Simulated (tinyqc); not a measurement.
Wannier function of the lower band of a two-orbital chain: one step. Hoppings and interpolation. Four cases, with inputs chosen for the exercise.

Task: H(R) = (1/N) sum_j E_j cos(2 pi j R/N) for R = 0 to N/2. Interpolation: E(k) = H(0) + 2 sum H(R) cos(kR), the term R = N/2 of an even mesh counted once.

Give: H(0), H(1), ...; interpolated E(kq).

Case 1.

Values chosen: kq = 0.99 1/a (point off the mesh).

Mesh:
```
j  E lower (eV)  E upper (eV)                   u_A                   u_B  |<trial|u>|
0     -2.003807      2.103807             0.6852508             0.7283071     0.999536
1     -1.863774      1.934484  0.6669752-0.1355677i  0.7199909+0.1355677i     0.980733
2     -1.460248      1.460248  0.6084633-0.2642935i  0.7000502+0.2642935i     0.925259
3     -0.848042      0.777331  0.4824586-0.3712331i  0.7011460+0.3712331i     0.836935
4     -0.276991      0.176991             0.0662273             0.9978046     0.752384
5     -0.848042      0.777331  0.4824586+0.3712331i  0.7011460-0.3712331i     0.836935
6     -1.460248      1.460248  0.6084633+0.2642935i  0.7000502-0.2642935i     0.925259
7     -1.863774      1.934484  0.6669752+0.1355677i  0.7199909-0.1355677i     0.980733
```

Result:

H(0), H(1), ... (eV): -1.3281  -0.3954  0.0800  -0.0363  0.0278

interpolated E(kq) = -1.7731 eV

The exact value is -1.7826 eV; the interpolation is off by +9.5 meV. Though the chain has short hoppings, the single band has longer ones, made by paths through the other orbital, which the tails of the Wannier function carry.

Case 2.

Values chosen: kq = 2.22 1/a (point off the mesh).

Mesh:
```
j  E lower (eV)  E upper (eV)                   u_A                   u_B  |<trial|u>|
0     -1.902511      2.082511             0.5606288             0.8280672     0.899552
1     -1.366089      1.366089  0.6227345-0.1438737i  0.7276010+0.2491965i     0.903104
2     -0.582443      0.402443             0.8623706             0.5062775     0.999974
3     -1.366089      1.366089  0.6227345+0.1438737i  0.7276010-0.2491965i     0.903104
```

Result:

H(0), H(1), ... (eV): -1.3043  -0.3300  0.0618

interpolated E(kq) = -0.9219 eV

The exact value is -0.9639 eV; the interpolation is off by +42.0 meV. Though the chain has short hoppings, the single band has longer ones, made by paths through the other orbital, which the tails of the Wannier function carry.

Case 3.

Values chosen: kq = 1.27 1/a (point off the mesh).

Mesh:
```
j  E lower (eV)  E upper (eV)                   u_A                   u_B  |<trial|u>|
0     -2.011227      2.411227             0.7720754             0.6355309     0.995328
1     -1.556767      1.556767  0.7049175-0.2228501i  0.6354266+0.2228501i     0.947766
2     -0.538120      0.138120             0.5480571             0.8364409     0.978988
3     -1.556767      1.556767  0.7049175+0.2228501i  0.6354266-0.2228501i     0.947766
```

Result:

H(0), H(1), ... (eV): -1.4157  -0.3683  0.1410

interpolated E(kq) = -1.7502 eV

The exact value is -1.7121 eV; the interpolation is off by -38.1 meV. Though the chain has short hoppings, the single band has longer ones, made by paths through the other orbital, which the tails of the Wannier function carry.

Case 4.

Values chosen: kq = 0.72 1/a (point off the mesh).

Mesh:
```
j  E lower (eV)  E upper (eV)                   u_A                   u_B  |<trial|u>|
0     -2.189310      1.109310             0.7436750             0.6685413     0.998588
1     -1.786353      1.246353  0.7503965-0.0670935i  0.6541422+0.0670935i     0.993159
2     -0.939514      1.479514  0.7761302-0.0846756i  0.6190977+0.0846756i     0.986575
3     -0.483438      1.563438             0.8025722             0.5965550     0.989332
4     -0.939514      1.479514  0.7761302+0.0846756i  0.6190977-0.0846756i     0.986575
5     -1.786353      1.246353  0.7503965+0.0670935i  0.6541422-0.0670935i     0.993159
```

Result:

H(0), H(1), ... (eV): -1.3541  -0.4255  0.0089  -0.0020

interpolated E(kq) = -1.9904 eV

The exact value is -1.9906 eV; the interpolation is off by +0.3 meV. Though the chain has short hoppings, the single band has longer ones, made by paths through the other orbital, which the tails of the Wannier function carry.

Computed by tinyqc, one run a case: `OMP_NUM_THREADS=1 python tinyqc.py N N+1 out.jsonl` with N = 1450111, 1450191, 1450611, 1450789; one thread of a shared Intel(R) Xeon(R) Processor @ 2.30GHz, about 0.2 s a run at most.
